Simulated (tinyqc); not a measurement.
Gas flow in a process chamber: flow regimes, conductance, effective pumping speed, pump-down, outgassing and purge: one step, computed by the program tinyqc. Command: `OMP_NUM_THREADS=1 python tinyqc.py 3121199 3121200 out.jsonl pump walk`. One thread of a shared host (Intel(R) Xeon(R) Processor @ 2.30GHz), about 0.08 s of CPU time with the checks.

Ideal gas, isothermal flow, a pump of constant speed at the end of a round pipe; process gas, volume gas and outgassing are given the same properties. 1 sccm = 101325 Pa x 1e-6 m^3/60 s x T/273.15 K.

Problem. Purging a well-mixed chamber. With steady flow a contaminant decays as exp(-t/residence time); gas used = flow x time.

Inputs (values chosen for the exercise, modelled on nitrogen near room temperature): temperature T = 300 K; process gas flow = 1600 sccm.

residence time = 0.1260270 s

Give: time to dilute 1e3 times; time to dilute 1e6 times; gas used for 1e6.

Solution.

time to dilute 1e3 times = 0.87056 s

time to dilute 1e6 times = 1.7411 s

gas used for 1e6 = 46.430 standard cm^3
